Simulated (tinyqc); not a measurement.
# Gate-all-around wire with two subbands, quantum capacitance: effect of the temperature

phi is the Fermi level above the lowest subband edge, in volts; Vg is counted from the gate voltage at which an empty wire would have phi = 0. Both directions of motion are filled (equilibrium).

N1 = gv sqrt(2 md m0 kB T/(pi hbar^2)); n1 = N1 F(phi/Vt), n2 = g2 N1 F((phi - E2)/Vt), n = n1 + n2, F(e) = (1/sqrt(pi)) int_0^infinity u^(-1/2) du/(1 + exp(u - e)); Cq = q dn/dphi = (q N1/Vt) [F'(phi/Vt) + g2 F'((phi - E2)/Vt)]. Cox = 2 pi eps0 eox/ln(1 + tox/rw) per length; Vg = phi + q n/Cox. 1/C_G = 1/Cox + 1/(Cq); dphi/dVg = Cox/(Cox + Cq).

Parameters, values chosen for the exercise:

| symbol | value | unit | meaning |
|---|---|---|---|
| eox | 9.06 |  | relative permittivity of the gate insulator (close to aluminium oxide) |
| tox | 4.4 | nm | insulator thickness |
| md | 0.06 | m0 | mass along the wire |
| gv | 1 |  | valley degeneracy |
| E2 | 0.15 | eV | second subband above the first |
| g2 | 2 |  | orbital degeneracy of the second subband |
| rw | 2.2 | nm | radius of the wire |
| Vg | 0.29 | V | gate voltage |

Constants: q = 1.602176634e-19 C, kB = 1.380649e-23 J/K, hbar = 1.054571817e-34 J s, m0 = 9.1093837015e-31 kg, Vt = kB T/q, eps0 = 8.8541878128e-14 F/cm where lengths are in cm. Results are converted to the units shown.

The same in every row: Cox (pF/cm) = 4.588.

Effect of the temperature:
```
T (K)	phi (V)	n (cm^-1)	Cq (pF/cm)	C_G (pF/cm)	dphi/dVg	share of the second band (%)
50	0.1528	3.930e6	16.68	3.598	0.2157	20.56
77	0.1520	3.951e6	13.12	3.399	0.2591	21.21
120	0.1505	3.993e6	10.28	3.172	0.3087	22.53
200	0.1476	4.078e6	7.967	2.911	0.3654	25.20
300	0.1442	4.176e6	6.733	2.729	0.4052	28.49
400	0.1412	4.260e6	6.097	2.618	0.4294	31.63
500	0.1387	4.334e6	5.680	2.538	0.4468	34.53
```

As T goes from 50 to 500, Cq falls from 16.7 to 5.68 pF/cm, C_G/Cox falls from 0.784 to 0.553 and n rises from 3.93e6 to 4.33e6 cm^-1. Cq exceeds Cox in every row, so the insulator is the tighter limit, though Cq still cuts C_G by up to 45 %.

Numbers from tinyqc (`OMP_NUM_THREADS=1 python tinyqc.py 2200138 2200139 out.jsonl`; about 0.01 s on one thread of a shared Intel Xeon 2.30GHz).
